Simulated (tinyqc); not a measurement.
Comparisons within one model: round or elliptic silicon nanowire with anisotropic valleys (Ritz method). A value that a table varies takes the place of the one given here.

Wire along x = [100] on a (001) wafer, y = [010], z = [001]. Valley groups, two valleys each (w = inverse masses): A, axis along z: w_y = 1/mt, w_z = 1/ml, m_x = mt; B, axis along y: w_y = 1/ml, w_z = 1/mt, m_x = mt; C, axis along x: w_y = w_z = 1/mt, m_x = ml.

Hard wall on the ellipse (y/a)^2 + (z/b)^2 = 1, c = hbar^2/2m0. With u = y/a, v = z/b the operator is -c [(w_y/a^2) d2/du2 + (w_z/b^2) d2/dv2] on the unit disc. Basis (1 - u^2 - v^2) u^i v^j; S, X and Y are the disc integrals of f f', (df/du)(df'/du) and (df/dv)(df'/dv), from the integral of u^p v^q = 2 Gamma((p+1)/2) Gamma((q+1)/2)/((p + q + 2) Gamma((p+q+2)/2)) for even p, q; H = c (w_y X/a^2 + w_z Y/b^2).

Converged values use 21 functions of each parity class (e or o in u, then in v).

Constants: hbar^2/2m0 = 3.80998211 eV angstrom^2.

Inputs chosen for the exercise (near those of a Si nanowire; the results hold for these values, not for the real material): ml = 0.928 m0 (longitudinal mass); mt = 0.192 m0 (transverse mass); a = 36 angstrom (semi-axis along y); b = 37 angstrom (semi-axis along z); asp = (0.4, 0.6, 0.8, 1, 1.3, 1.8, 2.5) (ratios a/b); area = 41.8 nm^2 (cross-section, kept fixed); hw = 1.5 (height over mean width).

## Size of the basis

Lowest level of each group with 1, 3, 6 and 21 even functions.

Levels (meV):

| functions | A | B | C |
|---|---|---|---|
| 1 | 54.93 | 52.99 | 89.42 |
| 3 | 52.03 | 50.31 | 86.20 |
| 6 | 51.98 | 50.26 | 86.19 |
| 21 | 51.98 | 50.26 | 86.19 |

How do the results move?

One function errs by 5.7 % for A, 5.4 % for B and 3.8 % for C, six by 0.00036, 0.00025 and 1.4e-05 meV. The error grows with the axis ratio of the stretched ellipse (2.26, 2.14, 1.03); for a circle it is 6/5.783 - 1 = 3.7 %.

## Flattening the wire at fixed area

a = sqrt(area x ratio/pi), b = a/ratio, 1 nm^2 = 100 angstrom^2; lowest level of each group.

Levels (eV):

| a/b | a (angstrom) | b (angstrom) | A | B | C |
|---|---|---|---|---|---|
| 0.4 | 23.1 | 57.7 | 0.1038 | 0.0395 | 0.1222 |
| 0.6 | 28.3 | 47.1 | 0.0738 | 0.0407 | 0.0971 |
| 0.8 | 32.6 | 40.8 | 0.0593 | 0.0453 | 0.0883 |
| 1.0 | 36.5 | 36.5 | 0.0512 | 0.0512 | 0.0863 |
| 1.3 | 41.6 | 32.0 | 0.0444 | 0.0610 | 0.0891 |
| 1.8 | 48.9 | 27.2 | 0.0400 | 0.0785 | 0.1006 |
| 2.5 | 57.7 | 23.1 | 0.0395 | 0.1038 | 0.1222 |

What can be read from the table?

Each group is lowest where its stretched ellipse is a circle, at a/b = sqrt(w_y/w_z): 2.20 for A, 0.45 for B and 1.00 for C. The lowest group is B in the first row and A in the last, A and B crossing at a/b = 1 by symmetry; B - A is -64 meV in the first row and +64 meV in the last.

## Shape of the cross-section

Equal area, hard walls, lowest level of -c (w_y d2/dy2 + w_z d2/dz2), c = hbar^2/2m0. Rectangle W x H with H/W = hw; ellipse with b/a = hw; trapezoid of height H, base W/0.8 and top 0.6 of the base; isosceles triangle of height H and base 2W. Ellipse, trapezoid and triangle by converged Ritz bases; 1 nm^2 = 100 angstrom^2.

Levels:

| shape | A (eV) | B (eV) | B - A (meV) |
|---|---|---|---|
| rectangle | 0.0767 | 0.0458 | -31.0 |
| ellipse | 0.0680 | 0.0420 | -26.0 |
| trapezoid | 0.0721 | 0.0467 | -25.4 |
| triangle | 0.0544 | 0.0616 | 7.2 |

W = 52.8 angstrom
H = 79.2 angstrom

What does this show, and why?

For group A the order is triangle, ellipse, trapezoid, rectangle, spanning 41 %. For group B the order is ellipse, rectangle, trapezoid, triangle, spanning 47 %. The ellipse lies below the rectangle for both groups, since corners hold little of the wave function. The triangle is lowest for A, whose light mass lies across the width and gains from the wide base. The spacing B - A of the valley groups runs from -31 to 7 meV.

## What each parameter does

Lowest level of groups A and B. Each row changes one parameter from the base and keeps the others.

Results:

| case | A (eV) | B (eV) | B - A (meV) |
|---|---|---|---|
| base | 0.0520 | 0.0503 | -1.7 |
| a = 39 angstrom | 0.0457 | 0.0488 | 3.0 |
| b = 40 angstrom | 0.0506 | 0.0444 | -6.1 |
| ml = 1.039 m0 | 0.0509 | 0.0492 | -1.8 |
| mt = 0.211 m0 | 0.0482 | 0.0466 | -1.5 |

How do the results move?

The largest shifts from the base row, up to three for each result and ties (the steps differ in size, so this ranks the rows, not the parameters). A (eV): a -0.0063, mt -0.0038, b -0.0014. B (eV): b -0.0058, mt -0.0036, a -0.0015. B - A (meV): a +4.8, b -4.4, mt +0.2.

Run: tinyqc, `OMP_NUM_THREADS=1 python tinyqc.py 1282488 1282489 out.jsonl`; Intel(R) Xeon(R) Processor @ 2.30GHz, one thread, shared host; about 0.05 s of CPU time with all checks.
